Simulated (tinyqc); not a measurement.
# Worked calculation: electron mobility in a silicon inversion layer, empirical terms and Matthiessen rule

Computed by the program tinyqc: `OMP_NUM_THREADS=1 python tinyqc.py 2510142 2510143 out.jsonl`, one thread of a shared Intel Xeon 2.30GHz, about 0.01 s for the whole run. Printed values are rounded.

Inversion layer of sheet density Ns on a uniformly doped body. The mobility terms are empirical power laws with prefactors chosen for the exercise; adding their inverses (Matthiessen) is itself an approximation.

Inputs (values chosen for the exercise); material values close to those of silicon:
- T = 300 K (temperature)
- Eg = 1.1 eV (band gap)
- eps_r = 11.6 (relative permittivity of the semiconductor)
- Nc = 2.79e19 cm^-3 (conduction-band density of states at T)
- Nv = 2.66e19 cm^-3 (valence-band density of states at T)
- Nb = 1e17 cm^-3 (body doping)
- Vsb = 0.6 V (reverse body bias)
- eta = 0.5 (weight of the inversion charge in the effective field)
- Cox = 1.54 uF/cm^2 (gate capacitance)
- Ap = 405 cm^2/(V s) (phonon-limited mobility at 1 MV/cm and 300 K)
- As = 919 cm^2/(V s) (roughness-limited mobility at 1 MV/cm)
- gs = 2 (exponent of the roughness term)
- Ac = 1900 cm^2/(V s) (Coulomb prefactor)
- Nit = 1.2e10 cm^-2 (charge at the interface)
- Ns = 7.2e11 cm^-2 (inversion density)
- WL = 1 (ratio W/L)
- Vd = 0.05 V (drain voltage)
- I = 2.32 uA (measured linear current)

Constants: q = 1.602176634e-19 C, kB = 1.380649e-23 J/K, Vt = kB T/q, eps0 = 8.8541878128e-14 F/cm where lengths are in cm. Results are converted to the units shown.

## Depletion charge and effective field

ni = sqrt(Nc Nv) exp(-Eg/(2 Vt)), Eg in volts; Ndep = sqrt(2 eps0 eps_r Nb (2 Vt ln(Nb/ni) + Vsb)/q); E = q (Ndep + eta Ns)/(eps0 eps_r), in MV/cm.

ni = 1.569096e10 cm^-3
Ndep = 1.344574e12 cm^-2
E = 0.2659007 MV/cm

The depletion charge gives 78.9 % of the field.

## Mobility terms and their sum

With t = T/(300 K): muC = Ac (Ns/1e12 cm^-2) t/(Nb/1e17 cm^-3 + Nit/1e11 cm^-2), muP = Ap E^(-1/3) t^(-1.75), muS = As E^(-gs); 1/mu is the sum of the inverses.

terms (cm^2/(V s)): Coulomb 1221.429, phonon 629.8182, roughness 12998.00
mu = 402.6724 cm^2/(V s)
shares of 1/mu (%): Coulomb 32.96733, phonon 63.93471, roughness 3.097957

The phonon term limits most.

## Iteration 1: inversion density for the measured current

Ns at the start = 1.1e12 cm^-2

I = (W/L) q Ns mu Vd. E = q (Ndep + eta Ns)/(eps0 eps_r) in MV/cm. With t = T/(300 K): muC = Ac (Ns/1e12 cm^-2) t/(Nb/1e17 cm^-3 + Nit/1e11 cm^-2), muP = Ap E^(-1/3) t^(-1.75), muS = As E^(-gs); 1/mu is the sum of the inverses. Ns(new) = I/((W/L) q mu Vd).

E = 0.2955393 MV/cm
mu = 439.4418 cm^2/(V s)
Ns after iteration 1 = 6.590316e11 cm^-2

## Iteration 2: inversion density for the measured current

As before.

E = 0.2611454 MV/cm
mu = 392.6342 cm^2/(V s)
Ns after iteration 2 = 7.375975e11 cm^-2

## Course of the iteration: inversion density for the measured current

Stop when Ns changes by less than 1e5 cm^-2, or after 120 iterations.

Course of the iteration:
```
iteration   Ns (cm^-2)  |change| (cm^-2)
1          6.590316e11           4.41e11
2          7.375975e11           7.86e10
3          7.145736e11           2.30e10
4          7.206955e11            6.12e9
5          7.190215e11            1.67e9
6          7.194758e11            4.54e8
7          7.193523e11            1.24e8
8          7.193859e11            3.36e7
9          7.193767e11            9.13e6
10         7.193792e11            2.48e6
11         7.193785e11            6.75e5
12         7.193787e11            1.83e5
13         7.193787e11            4.99e4
```

Converged in 13 iterations. At the end each change is about 0.27 times the one before, with alternating sign: linear convergence.

## Split C-V extraction

Vg, point 0 to 12 (V): [0.2, 0.3, 0.4, 0.5, 0.6, 0.7, 0.8, 0.9, 1, 1.1, 1.2, 1.3, 1.4]
Cgc, point 0 to 12 (uF/cm^2): [2.226522e-4, 0.003520812, 0.05396263, 0.5625039, 1.387814, 1.529417, 1.539328, 1.539958, 1.539997, 1.540000, 1.540000, 1.540000, 1.540000]
I, point 0 to 12 (uA): [3.437954e-8, 8.598669e-6, 0.002027746, 0.2400613, 2.672099, 6.305304, 9.543406, 12.29251, 14.62278, 16.59788, 18.26864, 19.67644, 20.85585]

Q(Vg) is the trapezoid sum of Cgc from the first point (where Q is taken as 0); mu_eff = I/((W/L) Q Vd); mu_FE = (dI/dVg)/((W/L) Cox Vd) with a backward difference. Listed from point 4 on.

Q, point 4 to 12 (uC/cm^2): [0.1314006, 0.2772621, 0.4306994, 0.5846636, 0.7386614, 0.8926612, 1.046661, 1.200661, 1.354661]
mu_eff, point 4 to 12 (cm^2/(V s)): [406.7104, 454.8262, 443.1586, 420.4984, 395.9264, 371.8740, 349.0841, 327.7601, 307.9124]
mu_FE, point 4 to 12 (cm^2/(V s)): [315.8491, 471.8447, 420.5328, 357.0260, 302.6327, 256.5063, 216.9822, 182.8312, 153.1700]

At the last point mu_FE is 50 % below mu_eff: where the mobility falls with gate voltage the slope of I understates it.
